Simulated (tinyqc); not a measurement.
Along the matched line: quaternary alloy A(x)B(1-x)C(y)D(1-y) matched to a substrate.

Q(x,y) = x y Q_AC + x (1 - y) Q_AD + (1 - x) y Q_BC + (1 - x)(1 - y) Q_BD for the lattice constant. Gap, rule 1: Q(x,y) - x (1 - x)[y C_ABC + (1 - y) C_ABD] - y (1 - y)[x C_ACD + (1 - x) C_BCD]. Rule 2 (mean of ternaries): {x (1 - x)[y T_ABC(x) + (1 - y) T_ABD(x)] + y (1 - y)[x T_ACD(y) + (1 - x) T_BCD(y)]}/{x (1 - x) + y (1 - y)}, T_ABC(x) = x E_AC + (1 - x) E_BC - C_ABC x (1 - x), T_ACD(y) = y E_AC + (1 - y) E_AD - C_ACD y (1 - y), and alike. Only the Gamma valley is followed.

Matching a(x,y) = a_s gives x = (a_s - y a_BC - (1 - y) a_BD)/(y (a_AC - a_BC) + (1 - y)(a_AD - a_BD)).
Constants: hc = 1239.841984 eV nm.

Inputs chosen for the exercise (AC, AD, BC, BD near GaAs, GaP, InAs and InP; substrate near GaAs; shifted at random, so the results belong to these values and not to a real crystal): a = (5.649, 5.446, 6.051, 5.873) angstrom (lattice constants of AC, AD, BC, BD); Eg = (1.523, 2.923, 0.413, 1.434) eV (gaps at Gamma of AC, AD, BC, BD); Cb = (0.435, 0.619, 0.18, 0.107) eV (bowing of ABC, ABD, ACD, BCD); a_s = 5.649 angstrom (substrate).

x follows from y.

Results:

| y | x | bilinear (eV) | rule 1 (eV) | rule 2 (eV) | wavelength 1 (nm) | wavelength 2 (nm) |
|---|---|---|---|---|---|---|
| 0.01 | 0.5291 | 2.2096 | 2.0544 | 2.0616 | 604 | 601 |
| 0.13 | 0.5832 | 2.1410 | 1.9794 | 2.0369 | 626 | 609 |
| 0.37 | 0.6939 | 1.9921 | 1.8383 | 1.9171 | 674 | 647 |
| 0.50 | 0.7551 | 1.9048 | 1.7668 | 1.8401 | 702 | 674 |
| 0.62 | 0.8125 | 1.8199 | 1.7038 | 1.7659 | 728 | 702 |
| 0.74 | 0.8708 | 1.7309 | 1.6437 | 1.6901 | 754 | 734 |
| 0.86 | 0.9299 | 1.6375 | 1.5864 | 1.6133 | 782 | 769 |
| 0.98 | 0.9899 | 1.5397 | 1.5318 | 1.5359 | 809 | 807 |

Give the missing row, y = 0.25.

Computed row:
```
y          x  bilinear (eV)  rule 1 (eV)  rule 2 (eV)  wavelength 1 (nm)  wavelength 2 (nm)
0.25  0.6381         2.0685       1.9074       1.9826                650                625
```

The matched alloys span 1.532 to 2.054 eV by rule 1, monotonically in y. Along the line dx/dy is +0.451 between the first two rows and +0.500 between the last two. In energy the two rules differ most at y = 0.37, by 79 meV (28 nm there), which measures how far the ternary data leave the interior open. Miscibility gaps are not considered.

(tinyqc, `OMP_NUM_THREADS=1 python tinyqc.py 1050663 1050664 out.jsonl`, Intel(R) Xeon(R) Processor @ 2.30GHz, 1 thread, shared host, about 0.01 s.)
